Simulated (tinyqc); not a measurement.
Decay of LO phonons and the hot-phonon bottleneck in the cooling of electrons: one step, computed by the program tinyqc. Command: `OMP_NUM_THREADS=1 python tinyqc.py 3005124 3005125 out.jsonl hotphonon walk`. One thread of a shared host (Intel(R) Xeon(R) Processor @ 2.30GHz), about 0.01 s of CPU time with the checks.

n(E, T) = 1/(exp(E/(k_B T)) - 1) is the Bose occupation. Electrons have a temperature T_e; the LO modes within their reach share one occupation N; the decay products stay at the lattice temperature.

Problem. Electron and phonon temperatures in closed form. Net emission per electron: [(N + 1) x - N]/tau_sp with x = exp(-hbar omega/(k_B T_e)), a simple two-level balance; steady state of the modes: n [(N + 1) x - N]/tau_sp = N_m (N - N_0)/tau; power per electron P = hbar omega [(N + 1) x - N]/tau_sp. With p = P tau_sp/(hbar omega): N = N_0 + r p and x = (p + N)/(N + 1); without hot phonons N = N_0. The mode temperature T_LO solves n(hbar omega, T_LO) = N.

Inputs (values chosen for the exercise, modelled on indium phosphide):

| quantity | value | unit |
|---|---|---|
| LO energy hbar omega | 42.7 | meV |
| lattice temperature T | 500 | K |
| electron mass m* | 0.0817 | m_0 |
| electron density n | 2e+19 | 1/cm^3 |
| power supplied per electron P | 10 | nW |

Decay channel: two equal phonons plus a three-phonon channel.

emission time tau_sp = 63.04072 fs

equilibrium LO occupation N_0 = 0.5903199

bottleneck ratio r = 9.734765

Constants: e = 1.602176634e-19 C; k_B = 8.617333262e-05 eV/K.

Give: reduced power p; LO occupation N; electron temperature T_e; T_e without hot phonons; mode temperature T_LO.

Solution.

reduced power p = 0.092147

LO occupation N = 1.4874

electron temperature T_e = 1091.2 K

T_e without hot phonons = 585.73 K

mode temperature T_LO = 963.62 K

Caution: at such T_e upper valleys, non-parabolic bands or other phonons can take part. Caution: the electrons are degenerate; Pauli blocking and the Fermi energy, left out here, matter.
